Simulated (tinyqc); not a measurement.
One-electron ion in a basis of Gaussians, step by step. One step of it, computed by the program tinyqc.

Problem. Matrices over normalised Gaussians. With p = a_i + a_j and I(k) = Gamma((k+1)/2) / (2 p^((k+1)/2)): S = I(2l+2), T = (2l+3) a_i a_j S / p, V = -Z I(2l+1), each divided by sqrt(S_ii S_jj).

exponents of r^l exp(-a r^2) (1/bohr^2): [0.469700, 1.526000]

Z = 6

l = 1

Give: S; T; V.

Solution.

S:
$$\begin{pmatrix}
1.0000 & 0.6631 \\
0.6631 & 1.0000
\end{pmatrix}$$

T (hartree):
$$\begin{pmatrix}
1.1743 & 1.1907 \\
1.1907 & 3.8150
\end{pmatrix}$$

V (hartree):
$$\begin{pmatrix}
-4.3746 & -4.2278 \\
-4.2278 & -7.8851
\end{pmatrix}$$
